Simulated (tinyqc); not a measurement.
## Carrier lifetime of a p-type layer with SRH, radiative, Auger and surface recombination: lifetime against injection

Uniform excess density dn = dp (no trapping), n = n0 + dn, p = p0 + dn, Boltzmann statistics, full ionisation. Surfaces enter as a rate 2 S dn/d, which holds while diffusion to them is fast.

ni = sqrt(Nc Nv) exp(-Eg/(2 Vt)), Eg in volts; majority density N/2 + sqrt(N^2/4 + ni^2), n0 p0 = ni^2; n1 = Nc exp(-Et/Vt), p1 = Nv exp((Et - Eg)/Vt); tn0 = 1/(sn vth Nt), tp0 = 1/(sp vth Nt). With e = n p - ni^2 = dn (n0 + p0 + dn): U_SRH = e/(tp0 (n + n1) + tn0 (p + p1)), U_rad = B e, U_Aug = (Cn n + Cp p) e, U_s = 2 S dn/d. Each tau is dn over its rate; tau = dn/U with U the sum.

Parameters, values chosen for the exercise; band and dielectric values those of a made-up semiconductor:

| symbol | value | unit | meaning |
|---|---|---|---|
| T | 350 | K | temperature |
| Eg | 1.14 | eV | band gap |
| Nc | 3.69e19 | cm^-3 | conduction-band density of states at T |
| Nv | 3.98e19 | cm^-3 | valence-band density of states at T |
| B | 4.89e-15 | cm^3/s | radiative coefficient |
| N | 9.9e16 | cm^-3 | acceptor density |
| Cn | 3.9e-31 | cm^6/s | Auger coefficient (two electrons) |
| Cp | 8.4e-32 | cm^6/s | Auger coefficient (two holes) |
| Nt | 3e11 | cm^-3 | trap density |
| sn | 5e-16 | cm^2 | capture cross-section for electrons |
| sp | 5e-15 | cm^2 | capture cross-section for holes |
| vth | 2.3e7 | cm/s | thermal velocity (both carriers) |
| Et | 0.87 | eV | trap level below the conduction band |
| S | 300 | cm/s | surface recombination velocity (both faces) |
| d | 70 | um | sample thickness |

Constants: q = 1.602176634e-19 C, kB = 1.380649e-23 J/K, Vt = kB T/q. Results are converted to the units shown.

The same in every row: tau_s (s) = 1.1667e-5.

Lifetime against injection:

| dn (cm^-3) | tau_SRH (s) | tau_rad (s) | tau_Aug (s) | tau (s) | radiative share (%) | largest path |
|---|---|---|---|---|---|---|
| 1e11 | 3.0494e-4 | 0.0020656 | 0.0012146 | 1.1074e-5 | 0.53611 | surface |
| 1e12 | 3.0494e-4 | 0.0020656 | 0.0012146 | 1.1074e-5 | 0.53611 | surface |
| 1e13 | 3.0494e-4 | 0.0020654 | 0.0012138 | 1.1074e-5 | 0.53616 | surface |
| 1e14 | 3.0496e-4 | 0.0020636 | 0.0012065 | 1.1073e-5 | 0.53661 | surface |
| 1e15 | 3.0508e-4 | 0.0020450 | 0.0011377 | 1.1067e-5 | 0.54117 | surface |
| 1e16 | 3.0622e-4 | 0.0018761 | 7.0269e-4 | 1.0997e-5 | 0.58614 | surface |
| 1e17 | 3.1193e-4 | 0.0010276 | 9.0192e-5 | 9.9029e-6 | 0.96366 | surface |
| 1e18 | 3.1759e-4 | 1.8608e-4 | 1.8866e-6 | 1.6018e-6 | 0.86082 | Auger |
| 1e19 | 3.1870e-4 | 2.0249e-5 | 2.0854e-8 | 2.0794e-8 | 0.10269 | Auger |

Read the table: what changes, and by how much?

Surface recombination leads at dn = 1e11, Auger from 1e18 on. The total lifetime falls from 1.11e-5 to 2.08e-8 s. tau_SRH goes from 3.05e-4 s (low-injection limit 3.05e-4 s) to 3.19e-4 s (high-injection limit tn0 + tp0 = 3.19e-4 s). Between the last two rows tau_rad goes as dn^(-0.96) and tau_Aug as dn^(-1.96); the radiative share goes from 0.536 through a maximum of 0.964 (at dn = 1e17 among the rows listed) to 0.103 %.

tinyqc, about 0.01 s, one thread, Intel Xeon 2.30GHz (shared host): `OMP_NUM_THREADS=1 python tinyqc.py 2300152 2300153 out.jsonl`
